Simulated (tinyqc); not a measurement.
# n-type polysilicon, carrier trapping at grain boundaries: effect of the doping

One-dimensional grains of size Lg, uniform ionised doping N, monovalent traps Qt at each boundary at a depth Et below (for electrons) or above (for holes) the band edge there, abrupt depletion of width W on each side of a boundary, Boltzmann statistics. xi is the distance from the band edge at the grain centre to the Fermi level. Trapped charge Qt/(1 + exp((xi + VB - Et)/Vt)) = 2 N W, barrier VB = q N W^2/(2 eps0 eps_r).

If the trap equation with xi = Vt ln(NB/N) has a root W < Lg/2, the grain is partly depleted; otherwise W = Lg/2 and the trap equation gives xi = Et - VB + Vt ln(Qt/(N Lg) - 1). N* = Qt/Lg. n0 = NB exp(-xi/Vt); mean density n0 (1 - 2 W/Lg) by charge balance in a partly depleted grain, and n0 (sqrt(pi)/2) erf(u)/u with u = sqrt(VB/Vt) in a fully depleted one; v = sqrt(kB T/(2 pi ms m0)); barrier resistivity Vt exp(VB/Vt)/(q fe n0 v Lg); grain resistivity (1 - 2 W/Lg)/(q n0 mug); effective mobility 1/(q mean density total resistivity). Rows with xi above 0.45 V, towards mid-gap, are left out, since the other carrier type is ignored.

Values chosen for this exercise; values of the order met in polycrystalline silicon:
- T = 300 K (temperature)
- eps_r = 11.7 (relative permittivity)
- NB = 2.8e19 cm^-3 (conduction-band density of states at T)
- Lg = 60 nm (grain size)
- Qt = 1.7e12 cm^-2 (trap density of a grain boundary)
- Et = 0.48 eV (depth of the trap level from the majority band edge at the boundary)
- ms = 0.41 m0 (mass for thermionic emission)
- fe = 0.12 (correction factor of the emission rate)
- mug = 94 cm^2/(V s) (mobility inside the grains)

Constants: q = 1.602176634e-19 C, kB = 1.380649e-23 J/K, m0 = 9.1093837015e-31 kg, Vt = kB T/q, eps0 = 8.8541878128e-14 F/cm where lengths are in cm. Results are converted to the units shown.

Results:
columns A: N (cm^-3); B: N/N*; C: depleted share 2 W/Lg; D: VB (V); E: xi (V); F: mean density (cm^-3); G: resistivity (ohm cm); H: effective mobility (cm^2/(V s))
```
A            B        C         D        E         F        G       H
1.2e17  0.4235    1.000   0.08352   0.4045  2.191e12  3.002e5   9.487
2.4e17  0.8471    1.000    0.1670   0.2687  2.987e14  3.983e4  0.5247
4.9e17   1.729   0.5782    0.1140   0.1046  2.067e17    9.015   3.350
2e18     7.059   0.1417   0.02794  0.06822  1.717e18   0.1071   33.95
4.1e18   14.47  0.06911   0.01363  0.04967  3.817e18  0.03712   44.06
8.4e18   29.65  0.03373  0.006651  0.03113  8.117e18  0.01585   48.51
```

Estimate the missing row, N = 1e18 cm^-3.

Computed row:
columns A: N (cm^-3); B: N/N*; C: depleted share 2 W/Lg; D: VB (V); E: xi (V); F: mean density (cm^-3); G: resistivity (ohm cm); H: effective mobility (cm^2/(V s))
```
A         B       C        D        E         F       G      H
1e18  3.529  0.2833  0.05587  0.08614  7.167e17  0.5107  17.05
```

With this row back in the table: As N goes from 1.2e17 to 8.4e18, VB goes from 0.0835 through a maximum of 0.167 (at N = 2.4e17 among the rows listed) to 0.00665 V, the resistivity falls from 3.00e5 to 0.0159 ohm cm and the effective mobility goes from 9.49 through a minimum of 0.525 (at N = 2.4e17 among the rows listed) to 48.5 cm^2/(V s). The steepest fall of the resistivity among the rows, as N^(-11.8), lies between N = 2.4e17 and 4.9e17 cm^-3; N* = 2.83e17 cm^-3. While the grain is fully depleted VB grows as N; once the traps are full it falls as 1/N. For N = 4.1e18, 8.4e18 xi is under 2.5 Vt, where Boltzmann statistics begin to fail. For N = 4.1e18, 8.4e18 VB is below Vt, where abrupt depletion and thermionic emission are rough.

Computed by the program tinyqc: `OMP_NUM_THREADS=1 python tinyqc.py 2830024 2830025 out.jsonl`, one thread of a shared Intel Xeon 2.30GHz, about 0.01 s for the whole run.
